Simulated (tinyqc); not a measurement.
From results back to parameters: Shockley-Read-Hall recombination through one deep level. Two cases, with inputs chosen for the exercise.

Problem. Deep-level transient spectroscopy: the emission rate is en = gam sigma T^2 exp(-dE/kB T), dE = Ec - Et. Two rates were computed from hidden dE and sigma.

Constants: kB = 8.617333262e-05 eV/K.

Find: ln(en/T^2) at T1 and T2; dE; sigma.

Method. ln(en/T^2) against 1/T is a line of slope -dE/kB and intercept ln(gam sigma); plotting ln en alone would overstate dE by about 2 kB T.

Case 1.

Values chosen (out of a larger set: gap and densities of states near those of Si at this temperature; not measured data): gam = 6.3e+21 1/(cm^2 s K^2) (vth Nc/T^2, which does not depend on T); T1 = 116 K; T2 = 131 K.

en(T1) = 2.38278 1/s
en(T2) = 46.9550 1/s

Solution.

ln(en/T^2) at T1 and T2: -8.6389  -5.9012

dE = 0.239 eV
sigma = 6.8e-16 cm^2

Case 2.

Values chosen (out of a larger set: gap and densities of states near those of Si at this temperature; not measured data): gam = 6.7e+21 1/(cm^2 s K^2) (vth Nc/T^2, which does not depend on T); T1 = 277 K; T2 = 310 K.

en(T1) = 12.1655 1/s
en(T2) = 196.190 1/s

Solution.

ln(en/T^2) at T1 and T2: -8.7494  -6.1941

dE = 0.573 eV
sigma = 6.3e-16 cm^2

Computed by tinyqc, one run a case: `OMP_NUM_THREADS=1 python tinyqc.py N N+1 out.jsonl` with N = 1680057, 1680075; one thread of a shared Intel(R) Xeon(R) Processor @ 2.30GHz, about 0.01 s a run at most.
